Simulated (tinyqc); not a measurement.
Worked calculation (part 1 of 2): UHF in the 3-21g basis, for H2, spin multiplicity 1. Computed by tinyqc, a small Python program that keeps every step (integrals from PySCF). Settings: charge = 0, multiplicity = 1, basis = 3-21g, energy threshold = 1e-10, iteration cap = 77, orthogonalisation = symmetric, start = Wolfsberg-Helmholz matrix, DIIS depth = 6, damping = 0.5, method = UHF, break = 0.2. Command: `OMP_NUM_THREADS=1 python tinyqc.py 29875 29876 out.jsonl` (the two numbers bound the seeds that draw the settings). One thread of a shared host (Intel(R) Xeon(R) Processor @ 2.60GHz), about 0.1 s of CPU time with the checks. Later iterations appear only in the table of the cycle.

## One-electron integrals

Geometry (angstrom):
```
atom         x         y         z
H     0.000000  0.000000  0.000000
H     0.000000  0.000000  1.235000
```

Basis 3-21g: exponents (1/bohr^2) and contraction coefficients of normalised primitives:
```
element  l (shell)  exponent  coefficient
H            s (1)  5.447178     0.156285
H            s (1)  0.824547     0.904691
H            s (2)  0.183192     1.000000
```

Overlap, kinetic and nuclear-attraction integrals over the contracted functions; the nuclear repulsion is the sum of Za Zb / Rab.

nuclear repulsion = 0.42848357 hartree

overlap S:
```
          1H 1s     1H 2s     2H 1s     2H 2s
1H 1s  1.000000  0.645899  0.089831  0.283479
1H 2s  0.645899  1.000000  0.283479  0.607202
2H 1s  0.089831  0.283479  1.000000  0.645899
2H 2s  0.283479  0.607202  0.645899  1.000000
```

kinetic energy T (hartree):
```
           1H 1s     1H 2s      2H 1s     2H 2s
1H 1s   1.549405  0.293152  -0.064196  0.057899
1H 2s   0.293152  0.274788   0.057899  0.111358
2H 1s  -0.064196  0.057899   1.549405  0.293152
2H 2s   0.057899  0.111358   0.293152  0.274788
```

nuclear attraction V (hartree):
```
           1H 1s      1H 2s      2H 1s      2H 2s
1H 1s  -2.149393  -1.059178  -0.152512  -0.469079
1H 2s  -1.059178  -1.091889  -0.469079  -0.709920
2H 1s  -0.152512  -0.469079  -2.149393  -1.059178
2H 2s  -0.469079  -0.709920  -1.059178  -1.091889
```

core Hamiltonian H = T + V (hartree):
```
           1H 1s      1H 2s      2H 1s      2H 2s
1H 1s  -0.599989  -0.766026  -0.216708  -0.411180
1H 2s  -0.766026  -0.817101  -0.411180  -0.598563
2H 1s  -0.216708  -0.411180  -0.599989  -0.766026
2H 2s  -0.411180  -0.598563  -0.766026  -0.817101
```

## Two-electron integrals

Functions are numbered as in S; the eight-fold symmetry (ij|kl) = (ji|kl) = (kl|ij) leaves the list below.

Two-electron integrals (ij|kl) in chemists' order, unique and non-zero (hartree):
```
(11|11) 1.140145   (21|11) 0.611403   (21|21) 0.345152   (22|11) 0.626370
(22|21) 0.380329   (22|22) 0.482957   (31|11) 0.068260   (31|21) 0.040673
(31|22) 0.048818   (31|31) 0.008242   (32|11) 0.143341   (32|21) 0.090356
(32|22) 0.124176   (32|31) 0.020445   (32|32) 0.065952   (33|11) 0.427682
(33|21) 0.274714   (33|22) 0.399645   (33|31) 0.068260   (33|32) 0.257576
(33|33) 1.140145   (41|11) 0.257576   (41|21) 0.146758   (41|22) 0.164252
(41|31) 0.020445   (41|32) 0.046419   (41|33) 0.143341   (41|41) 0.065952
(42|11) 0.333128   (42|21) 0.205257   (42|22) 0.270590   (42|31) 0.033686
(42|32) 0.096105   (42|33) 0.333128   (42|41) 0.096105   (42|42) 0.178063
(43|11) 0.274714   (43|21) 0.175637   (43|22) 0.253133   (43|31) 0.040673
(43|32) 0.146758   (43|33) 0.611403   (43|41) 0.090356   (43|42) 0.205257
(43|43) 0.345152   (44|11) 0.399645   (44|21) 0.253133   (44|22) 0.360886
(44|31) 0.048818   (44|32) 0.164252   (44|33) 0.626370   (44|41) 0.124176
(44|42) 0.270590   (44|43) 0.380329   (44|44) 0.482957
```

## Orthogonalisation

S = U s U^T; symmetric (Loewdin) form X = U s^(-1/2) U^T, so that X^T S X = 1.

eigenvalues of S: 0.206212  0.383809  1.096755  2.313224

X:
```
           1H 1s      1H 2s      2H 1s      2H 2s
1H 1s   1.240139  -0.484200   0.023942   0.023391
1H 2s  -0.484200   1.474181   0.023391  -0.466625
2H 1s   0.023942   0.023391   1.240139  -0.484200
2H 2s   0.023391  -0.466625  -0.484200   1.474181
```

## Starting guess

The start is the generalised Wolfsberg-Helmholz matrix (K = 1.75) built on H, with HOMO and LUMO mixed by +/-0.2 rad for the two spins; D(s) = C_occ C_occ^T for each spin.

D(alpha) at the start:
```
          1H 1s     1H 2s     2H 1s     2H 2s
1H 1s  0.066405  0.136048  0.007436  0.099638
1H 2s  0.136048  0.278731  0.015235  0.204136
2H 1s  0.007436  0.015235  0.000833  0.011158
2H 2s  0.099638  0.204136  0.011158  0.149504
```

D(beta) at the start:
```
          1H 1s     1H 2s     2H 1s     2H 2s
1H 1s  0.000833  0.011158  0.007436  0.015235
1H 2s  0.011158  0.149504  0.099638  0.204136
2H 1s  0.007436  0.099638  0.066405  0.136048
2H 2s  0.015235  0.204136  0.136048  0.278731
```

## Iteration 1: building the Fock matrix

J_ij = sum D_kl (ij|kl) with D = D(alpha) + D(beta), K_ij = sum D_kl (ik|jl) for each spin; F = H + J - K(s); E = tr D H + tr D J / 2 - 0.5 sum_s tr D(s) K(s) + E_nn.

Coulomb J (hartree):
```
          1H 1s     1H 2s     2H 1s     2H 2s
1H 1s  1.171828  0.707465  0.112086  0.325179
1H 2s  0.707465  0.905514  0.325179  0.587968
2H 1s  0.112086  0.325179  1.171828  0.707465
2H 2s  0.325179  0.587968  0.707465  0.905514
```

exchange K(alpha) (hartree):
```
          1H 1s     1H 2s     2H 1s     2H 2s
1H 1s  0.462100  0.420796  0.152848  0.282822
1H 2s  0.420796  0.446346  0.193939  0.331926
2H 1s  0.152848  0.193939  0.167573  0.205229
2H 2s  0.282822  0.331926  0.205229  0.303957
```

exchange K(beta) (hartree):
```
          1H 1s     1H 2s     2H 1s     2H 2s
1H 1s  0.167573  0.205229  0.152848  0.193939
1H 2s  0.205229  0.303957  0.282822  0.331926
2H 1s  0.152848  0.282822  0.462100  0.420796
2H 2s  0.193939  0.331926  0.420796  0.446346
```

F(alpha) (hartree):
```
           1H 1s      1H 2s      2H 1s      2H 2s
1H 1s   0.109740  -0.479357  -0.257470  -0.368823
1H 2s  -0.479357  -0.357933  -0.279940  -0.342521
2H 1s  -0.257470  -0.279940   0.404266  -0.263791
2H 2s  -0.368823  -0.342521  -0.263791  -0.215543
```

F(beta) (hartree):
```
           1H 1s      1H 2s      2H 1s      2H 2s
1H 1s   0.404266  -0.263791  -0.257470  -0.279940
1H 2s  -0.263791  -0.215543  -0.368823  -0.342521
2H 1s  -0.257470  -0.368823   0.109740  -0.479357
2H 2s  -0.279940  -0.342521  -0.479357  -0.357933
```

total energy of this density = -1.01574617 hartree

This density is the starting one.

## Iteration 1: diagonalisation and new density

Diagonalise F' = X^T F X, C = X C', fill 1 alpha and 1 beta electrons from the bottom; D(s) = C_occ C_occ^T; the new density keeps 0.5 of the old one (damping). Each column has its largest component positive (the first on a tie).

F' = X^T F X (alpha) (hartree):
```
           1          2          3          4
1   0.637921  -0.676550  -0.078597  -0.147601
2  -0.676550   0.182337  -0.098037  -0.214153
3  -0.078597  -0.098037   0.872114  -0.561299
4  -0.147601  -0.214153  -0.561299   0.260663
```

orbital energies (alpha) (hartree): MO1 -0.498476, MO2 0.121535, MO3 1.123168, MO4 1.206810

coefficients C (alpha):
```
            MO1        MO2        MO3        MO4
1H 1s  0.291196  -0.158916   1.284667  -0.114436
1H 2s  0.537304  -0.830260  -1.220033   0.399292
2H 1s  0.132916   0.178315   0.136847   1.305881
2H 2s  0.282499   1.034486   0.173089  -1.202504
```

F' = X^T F X (beta) (hartree):
```
           1          2          3          4
1   0.872114  -0.561299  -0.078597  -0.098037
2  -0.561299   0.260663  -0.147601  -0.214153
3  -0.078597  -0.147601   0.637921  -0.676550
4  -0.098037  -0.214153  -0.676550   0.182337
```

orbital energies (beta) (hartree): MO1 -0.498476, MO2 0.121535, MO3 1.123168, MO4 1.206810

coefficients C (beta):
```
            MO1        MO2        MO3        MO4
1H 1s  0.132916   0.178315   0.136847   1.305881
1H 2s  0.282499   1.034486   0.173089  -1.202504
2H 1s  0.291196  -0.158916   1.284667  -0.114436
2H 2s  0.537304  -0.830260  -1.220033   0.399292
```

D(alpha) after iteration 1:
```
          1H 1s     1H 2s     2H 1s     2H 2s
1H 1s  0.075600  0.146255  0.023070  0.090950
1H 2s  0.146255  0.283714  0.043326  0.177962
2H 1s  0.023070  0.043326  0.009250  0.024353
2H 2s  0.090950  0.177962  0.024353  0.114655
```

D(beta) after iteration 1:
```
          1H 1s     1H 2s     2H 1s     2H 2s
1H 1s  0.009250  0.024353  0.023070  0.043326
1H 2s  0.024353  0.114655  0.090950  0.177962
2H 1s  0.023070  0.090950  0.075600  0.146255
2H 2s  0.043326  0.177962  0.146255  0.283714
```

## Iteration 2: building the Fock matrix

As before.

Coulomb J (hartree):
```
          1H 1s     1H 2s     2H 1s     2H 2s
1H 1s  1.195221  0.718782  0.113957  0.330301
1H 2s  0.718782  0.913947  0.330301  0.593675
2H 1s  0.113957  0.330301  1.195221  0.718782
2H 2s  0.330301  0.593675  0.718782  0.913947
```

exchange K(alpha) (hartree):
```
          1H 1s     1H 2s     2H 1s     2H 2s
1H 1s  0.477356  0.429055  0.162388  0.286271
1H 2s  0.429055  0.448646  0.204434  0.331218
2H 1s  0.162388  0.204434  0.190315  0.216902
2H 2s  0.286271  0.331218  0.216902  0.301559
```

exchange K(beta) (hartree):
```
          1H 1s     1H 2s     2H 1s     2H 2s
1H 1s  0.190315  0.216902  0.162388  0.204434
1H 2s  0.216902  0.301559  0.286271  0.331218
2H 1s  0.162388  0.286271  0.477356  0.429055
2H 2s  0.204434  0.331218  0.429055  0.448646
```

F(alpha) (hartree):
```
           1H 1s      1H 2s      2H 1s      2H 2s
1H 1s   0.117876  -0.476298  -0.265140  -0.367150
1H 2s  -0.476298  -0.351801  -0.285313  -0.336105
2H 1s  -0.265140  -0.285313   0.404917  -0.264146
2H 2s  -0.367150  -0.336105  -0.264146  -0.204713
```

F(beta) (hartree):
```
           1H 1s      1H 2s      2H 1s      2H 2s
1H 1s   0.404917  -0.264146  -0.265140  -0.285313
1H 2s  -0.264146  -0.204713  -0.367150  -0.336105
2H 1s  -0.265140  -0.367150   0.117876  -0.476298
2H 2s  -0.285313  -0.336105  -0.476298  -0.351801
```

total energy of this density = -1.02895889 hartree

This density is a damped mixture and is not idempotent.

## Iteration 2: DIIS over 2 matrices

error matrix X^T (FDS - SDF) X (alpha):
```
           1          2         3          4
1   0.000000  -0.014733  0.027494  -0.030836
2   0.014733   0.000000  0.047233  -0.028036
3  -0.027494  -0.047233  0.000000  -0.046458
4   0.030836   0.028036  0.046458   0.000000
```

B (overlaps of the stored error matrices):
```
               1              2
1  8.0736171e-02  4.7846031e-02
2  4.7846031e-02  2.8396613e-02
```

Minimise |sum c_i e_i|^2 with sum c_i = 1: solve [B -1; -1 0][c; lambda] = [0; -1] with B_ij = tr e_i^T e_j summed over both spins, and take F = sum c_i F_i.

DIIS coefficients: -1.447052  2.447052

extrapolated F(alpha) (hartree):
```
           1H 1s      1H 2s      2H 1s      2H 2s
1H 1s   0.129650  -0.471872  -0.276237  -0.364730
1H 2s  -0.471872  -0.342927  -0.293087  -0.326821
2H 1s  -0.276237  -0.293087   0.405859  -0.264660
2H 2s  -0.364730  -0.326821  -0.264660  -0.189041
```

extrapolated F(beta) (hartree):
```
           1H 1s      1H 2s      2H 1s      2H 2s
1H 1s   0.405859  -0.264660  -0.276237  -0.293087
1H 2s  -0.264660  -0.189041  -0.364730  -0.326821
2H 1s  -0.276237  -0.364730   0.129650  -0.471872
2H 2s  -0.293087  -0.326821  -0.471872  -0.342927
```

## Iteration 2: diagonalisation and new density

As before.

F' = X^T F X (alpha) (hartree):
```
           1          2          3          4
1   0.662157  -0.683024  -0.098065  -0.142745
2  -0.683024   0.194487  -0.114271  -0.201538
3  -0.098065  -0.114271   0.879522  -0.571582
4  -0.142745  -0.201538  -0.571582   0.296156
```

orbital energies (alpha) (hartree): MO1 -0.486574, MO2 0.139055, MO3 1.148542, MO4 1.231299

coefficients C (alpha):
```
            MO1        MO2        MO3        MO4
1H 1s  0.292697  -0.148198   1.278131  -0.179618
1H 2s  0.546400  -0.836616  -1.196207   0.443344
2H 1s  0.157107   0.177701   0.195463   1.295781
2H 2s  0.254524   1.039227   0.109247  -1.212119
```

F' = X^T F X (beta) (hartree):
```
           1          2          3          4
1   0.879522  -0.571582  -0.098065  -0.114271
2  -0.571582   0.296156  -0.142745  -0.201538
3  -0.098065  -0.142745   0.662157  -0.683024
4  -0.114271  -0.201538  -0.683024   0.194487
```

orbital energies (beta) (hartree): MO1 -0.486574, MO2 0.139055, MO3 1.148542, MO4 1.231299

coefficients C (beta):
```
            MO1        MO2        MO3        MO4
1H 1s  0.157107   0.177701   0.195463   1.295781
1H 2s  0.254524   1.039227   0.109247  -1.212119
2H 1s  0.292697  -0.148198   1.278131  -0.179618
2H 2s  0.546400  -0.836616  -1.196207   0.443344
```

D(alpha) after iteration 2:
```
          1H 1s     1H 2s     2H 1s     2H 2s
1H 1s  0.080636  0.153092  0.034528  0.082724
1H 2s  0.153092  0.291133  0.064585  0.158517
2H 1s  0.034528  0.064585  0.016966  0.032170
2H 2s  0.082724  0.158517  0.032170  0.089719
```

D(beta) after iteration 2:
```
          1H 1s     1H 2s     2H 1s     2H 2s
1H 1s  0.016966  0.032170  0.034528  0.064585
1H 2s  0.032170  0.089719  0.082724  0.158517
2H 1s  0.034528  0.082724  0.080636  0.153092
2H 2s  0.064585  0.158517  0.153092  0.291133
```

## Iteration 3: building the Fock matrix

As before.

Coulomb J (hartree):
```
          1H 1s     1H 2s     2H 1s     2H 2s
1H 1s  1.210881  0.726330  0.115195  0.333702
1H 2s  0.726330  0.919525  0.333702  0.597428
2H 1s  0.115195  0.333702  1.210881  0.726330
2H 2s  0.333702  0.597428  0.726330  0.919525
```

exchange K(alpha) (hartree):
```
          1H 1s     1H 2s     2H 1s     2H 2s
1H 1s  0.486106  0.433920  0.168896  0.287888
1H 2s  0.433920  0.450190  0.211899  0.330380
2H 1s  0.168896  0.211899  0.207015  0.225075
2H 2s  0.287888  0.330380  0.225075  0.299324
```

exchange K(beta) (hartree):
```
          1H 1s     1H 2s     2H 1s     2H 2s
1H 1s  0.207015  0.225075  0.168896  0.211899
1H 2s  0.225075  0.299324  0.287888  0.330380
2H 1s  0.168896  0.287888  0.486106  0.433920
2H 2s  0.211899  0.330380  0.433920  0.450190
```

F(alpha) (hartree):
```
           1H 1s      1H 2s      2H 1s      2H 2s
1H 1s   0.124786  -0.473616  -0.270409  -0.365367
1H 2s  -0.473616  -0.347766  -0.289377  -0.331515
2H 1s  -0.270409  -0.289377   0.403878  -0.264771
2H 2s  -0.365367  -0.331515  -0.264771  -0.196900
```

F(beta) (hartree):
```
           1H 1s      1H 2s      2H 1s      2H 2s
1H 1s   0.403878  -0.264771  -0.270409  -0.289377
1H 2s  -0.264771  -0.196900  -0.365367  -0.331515
2H 1s  -0.270409  -0.365367   0.124786  -0.473616
2H 2s  -0.289377  -0.331515  -0.473616  -0.347766
```

total energy of this density = -1.03662219 hartree

This density is a damped mixture and is not idempotent.

## Iteration 3: DIIS over 3 matrices

error matrix X^T (FDS - SDF) X (alpha):
```
           1          2         3          4
1   0.000000  -0.006432  0.014176  -0.015087
2   0.006432   0.000000  0.023772  -0.014571
3  -0.014176  -0.023772  0.000000  -0.023577
4   0.015087   0.014571  0.023577   0.000000
```

B (overlaps of the stored error matrices):
```
               1              2              3
1  8.0736171e-02  4.7846031e-02  2.4076910e-02
2  4.7846031e-02  2.8396613e-02  1.4305445e-02
3  2.4076910e-02  1.4305445e-02  7.2127643e-03
```

As before.

DIIS coefficients: 0.639781  -2.537970  2.898189

extrapolated F(alpha) (hartree):
```
           1H 1s      1H 2s      2H 1s      2H 2s
1H 1s   0.132698  -0.470482  -0.275505  -0.363051
1H 2s  -0.470482  -0.344032  -0.293655  -0.326907
2H 1s  -0.275505  -0.293655   0.401488  -0.265730
2H 2s  -0.363051  -0.326907  -0.265730  -0.189000
```

extrapolated F(beta) (hartree):
```
           1H 1s      1H 2s      2H 1s      2H 2s
1H 1s   0.401488  -0.265730  -0.275505  -0.293655
1H 2s  -0.265730  -0.189000  -0.363051  -0.326907
2H 1s  -0.275505  -0.363051   0.132698  -0.470482
2H 2s  -0.293655  -0.326907  -0.470482  -0.344032
```

## Iteration 3: diagonalisation and new density

As before.

F' = X^T F X (alpha) (hartree):
```
           1          2          3          4
1   0.665068  -0.682204  -0.097647  -0.141133
2  -0.682204   0.191668  -0.114838  -0.201546
3  -0.097647  -0.114838   0.874071  -0.570829
4  -0.141133  -0.201546  -0.570829   0.296439
```

orbital energies (alpha) (hartree): MO1 -0.486201, MO2 0.137965, MO3 1.148597, MO4 1.226884

coefficients C (alpha):
```
            MO1        MO2        MO3        MO4
1H 1s  0.290128  -0.147608   1.276888  -0.192638
1H 2s  0.549228  -0.836760  -1.190165   0.455667
2H 1s  0.158433   0.179491   0.208633   1.293317
2H 2s  0.252666   1.037762   0.096872  -1.214813
```

F' = X^T F X (beta) (hartree):
```
           1          2          3          4
1   0.874071  -0.570829  -0.097647  -0.114838
2  -0.570829   0.296439  -0.141133  -0.201546
3  -0.097647  -0.141133   0.665068  -0.682204
4  -0.114838  -0.201546  -0.682204   0.191668
```

orbital energies (beta) (hartree): MO1 -0.486201, MO2 0.137965, MO3 1.148597, MO4 1.226884

coefficients C (beta):
```
            MO1        MO2        MO3        MO4
1H 1s  0.158433   0.179491   0.208633   1.293317
1H 2s  0.252666   1.037762   0.096872  -1.214813
2H 1s  0.290128  -0.147608   1.276888  -0.192638
2H 2s  0.549228  -0.836760  -1.190165   0.455667
```

D(alpha) after iteration 3:
```
          1H 1s     1H 2s     2H 1s     2H 2s
1H 1s  0.082405  0.156219  0.040247  0.078015
1H 2s  0.156219  0.296392  0.075800  0.148644
2H 1s  0.040247  0.075800  0.021034  0.036101
2H 2s  0.078015  0.148644  0.036101  0.076779
```

D(beta) after iteration 3:
```
          1H 1s     1H 2s     2H 1s     2H 2s
1H 1s  0.021034  0.036101  0.040247  0.075800
1H 2s  0.036101  0.076779  0.078015  0.148644
2H 1s  0.040247  0.078015  0.082405  0.156219
2H 2s  0.075800  0.148644  0.156219  0.296392
```

## Iteration 30 (converged): orbitals

converged F(alpha) (hartree):
```
           1H 1s      1H 2s      2H 1s      2H 2s
1H 1s   0.138338  -0.466618  -0.276543  -0.362676
1H 2s  -0.466618  -0.341616  -0.296259  -0.328181
2H 1s  -0.276543  -0.296259   0.395657  -0.270783
2H 2s  -0.362676  -0.328181  -0.270783  -0.193328
```

converged F(beta) (hartree):
```
           1H 1s      1H 2s      2H 1s      2H 2s
1H 1s   0.395657  -0.270783  -0.276543  -0.296259
1H 2s  -0.270783  -0.193328  -0.362676  -0.328181
2H 1s  -0.276543  -0.362676   0.138338  -0.466618
2H 2s  -0.296259  -0.328181  -0.466618  -0.341616
```

Diagonalise F' = X^T F X, C = X C', fill 1 alpha and 1 beta electrons from the bottom; D(s) = C_occ C_occ^T. Each column has its largest component positive (the first on a tie).

F' = X^T F X (alpha) (hartree):
```
           1          2          3          4
1   0.669707  -0.679882  -0.098212  -0.141255
2  -0.679882   0.193657  -0.116024  -0.202215
3  -0.098212  -0.116024   0.869973  -0.573530
4  -0.141255  -0.202215  -0.573530   0.293952
```

orbital energies (alpha) (hartree): MO1 -0.485489, MO2 0.136981, MO3 1.150102, MO4 1.225696

coefficients C (alpha):
```
            MO1        MO2        MO3        MO4
1H 1s  0.287394  -0.149000   1.276324  -0.199290
1H 2s  0.543831  -0.842098  -1.186498   0.461829
2H 1s  0.161256   0.179566   0.215151   1.291889
2H 2s  0.259914   1.034536   0.089975  -1.216565
```

F' = X^T F X (beta) (hartree):
```
           1          2          3          4
1   0.869973  -0.573530  -0.098212  -0.116024
2  -0.573530   0.293952  -0.141255  -0.202215
3  -0.098212  -0.141255   0.669707  -0.679882
4  -0.116024  -0.202215  -0.679882   0.193657
```

orbital energies (beta) (hartree): MO1 -0.485489, MO2 0.136981, MO3 1.150102, MO4 1.225696

coefficients C (beta):
```
            MO1        MO2        MO3        MO4
1H 1s  0.161256   0.179566   0.215151   1.291889
1H 2s  0.259914   1.034536   0.089975  -1.216565
2H 1s  0.287394  -0.149000   1.276324  -0.199290
2H 2s  0.543831  -0.842098  -1.186498   0.461829
```

D(alpha) after iteration 30:
```
          1H 1s     1H 2s     2H 1s     2H 2s
1H 1s  0.082595  0.156294  0.046344  0.074698
1H 2s  0.156294  0.295752  0.087696  0.141349
2H 1s  0.046344  0.087696  0.026004  0.041913
2H 2s  0.074698  0.141349  0.041913  0.067555
```

D(beta) after iteration 30:
```
          1H 1s     1H 2s     2H 1s     2H 2s
1H 1s  0.026004  0.041913  0.046344  0.087696
1H 2s  0.041913  0.067555  0.074698  0.141349
2H 1s  0.046344  0.074698  0.082595  0.156294
2H 2s  0.087696  0.141349  0.156294  0.295752
```
